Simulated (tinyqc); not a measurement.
Read current of a NAND string, cells in series solved by shooting: one step of the calculation.

Cells in series, numbered from 0 at the source line (0 V) to the bit line, each followed by a gap resistance Rg. A cell with gate Vg, threshold VT, source Vs and drain Vd passes I = 2 nf K Vt^2 [F(Vs) - F(Vd)]/(1 + th max(Vg - VT, 0)), F(V) = ln^2(1 + exp((Vg - VT - nf V)/(2 nf Vt))). The selected cell has Vg = Vr, the others Vg = Vp.

Question. Node voltages for a trial current. For a trial current I start at 0 V and, cell by cell (the selected one is cell 2), solve for the drain: sqrt(F(Vd)) = sqrt(F(Vs) - I/k), k = 2 nf K Vt^2/(1 + th max(Vg - VT, 0)), Vd = [Vg - VT - 2 nf Vt ln(exp(sqrt F) - 1)]/nf, then add I Rg.

Parameters, values chosen for the exercise; values of the order met in vertical NAND strings:
- T = 358 K (temperature)
- K = 13 uA/V^2 (gain factor of a cell)
- nf = 1.8 (slope factor)
- th = 0.03 1/V (mobility reduction factor)
- Rg = 3 kohm (resistance of the gap between cells)
- Vbl = 0.3 V (bit-line voltage)
- Vp = 6.5 V (pass voltage)
- Vr = 3.09 V (read voltage on the selected word line)

Constants: q = 1.602176634e-19 C, kB = 1.380649e-23 J/K, Vt = kB T/q. Results are converted to the units shown.

second trial current = 1.4 uA
thresholds from the source end, cell 0 to 3 (V): -0.8  4  2  4

Find: node voltage after each cell and gap, trial 2.

Answer.

node voltage after each cell and gap, trial 2, cell 0 to 3 (V): 0.02222  0.07432  0.2115  0.2717

Numbers from tinyqc (`OMP_NUM_THREADS=1 python tinyqc.py 2142174 2142175 out.jsonl`; about 0.8 s on one thread of a shared Intel Xeon 2.30GHz).
